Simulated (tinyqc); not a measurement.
Harmonic transition-state theory with quantum, tunnelling and friction corrections: one step, computed by the program tinyqc.

One atom hops between equivalent sites; three modes at the minimum and two real modes at the saddle are treated as harmonic, the rest of the crystal as unchanged; melting is ignored, so hot rows may lie above the melting point.

Task: Classical rate and diffusivity. Vineyard: nu* = product of minimum frequencies / product of real saddle frequencies; k_cl = nu* exp(-E_b/(k_B T)). Activation entropy S = k_B ln(nu* h/(k_B T)); for uncorrelated jumps D = z k d^2/6 and D0 = z nu* d^2/6; 1 angstrom^2 = 1e-16 cm^2.

Inputs (values chosen for the exercise, modelled on a vacancy in silicon): barrier E_b = 0.403 eV; temperature T = 343 K; jump length d = 2.35 angstrom; number of jump directions z = 4.

Lattice of sites: three-dimensional.

frequencies at the minimum (THz): [9, 10.3, 11.3]

real frequencies at the saddle (THz): [7.2, 8.65]

Constants: k_B = 8.617333262e-05 eV/K; h x 1 THz = 4.135667696 meV.

Give: prefactor nu*; classical rate k_cl; activation entropy in the Eyring form; classical diffusivity D; prefactor D0.

Result:

prefactor nu* = 16.82 THz

classical rate k_cl = 2.016e+07 1/s

activation entropy in the Eyring form = 0.8558 k_B

classical diffusivity D = 7.421e-09 cm^2/s

prefactor D0 = 0.006192 cm^2/s

Caution: h nu exceeds k_B T, so zero-point and tunnelling corrections to the classical rate matter.
